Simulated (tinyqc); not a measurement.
Wannier-Stark ladder of a miniband: one step. Levels and the middle state. Two cases, with inputs chosen for the exercise.

Task: Diagonalise; give the levels, their spacings and the weights of the middle level on the wells.

Give: levels; spacings; weights.

Case 1.

H (meV):
```
           -3         -2         -1          0          1          2          3
-3  -32.49000  -13.25000          0          0          0          0          0
-2  -13.25000  -21.66000  -13.25000          0          0          0          0
-1          0  -13.25000  -10.83000  -13.25000          0          0          0
0           0          0  -13.25000          0  -13.25000          0          0
1           0          0          0  -13.25000   10.83000  -13.25000          0
2           0          0          0          0  -13.25000   21.66000  -13.25000
3           0          0          0          0          0  -13.25000   32.49000
```

Result:

levels (meV): -43.616  -25.556  -11.829  0.000  11.829  25.556  43.616

spacings (meV): 18.060  13.728  11.829  11.829  13.728  18.060

weights: 0.0311  0.1872  0.2817  0.0000  0.2817  0.1872  0.0311

The spacing in the middle is 1.0922 e F d and at the ends 1.668 e F d; states that reach the ends of the stack are pushed apart.

Case 2.

H (meV):
```
           -3        -2        -1         0         1         2         3
-3  -12.87600  -5.00000         0         0         0         0         0
-2   -5.00000  -8.58400  -5.00000         0         0         0         0
-1          0  -5.00000  -4.29200  -5.00000         0         0         0
0           0         0  -5.00000         0  -5.00000         0         0
1           0         0         0  -5.00000   4.29200  -5.00000         0
2           0         0         0         0  -5.00000   8.58400  -5.00000
3           0         0         0         0         0  -5.00000  12.87600
```

Result:

levels (meV): -16.961  -9.946  -4.616  0.000  4.616  9.946  16.961

spacings (meV): 7.015  5.330  4.616  4.616  5.330  7.015

weights: 0.0258  0.1709  0.3016  0.0034  0.3016  0.1709  0.0258

The spacing in the middle is 1.0754 e F d and at the ends 1.634 e F d; states that reach the ends of the stack are pushed apart.

Computed by tinyqc, one run a case: `OMP_NUM_THREADS=1 python tinyqc.py N N+1 out.jsonl` with N = 1252780, 1280214; one thread of a shared Intel(R) Xeon(R) Processor @ 2.30GHz, about 0.04 s a run at most.
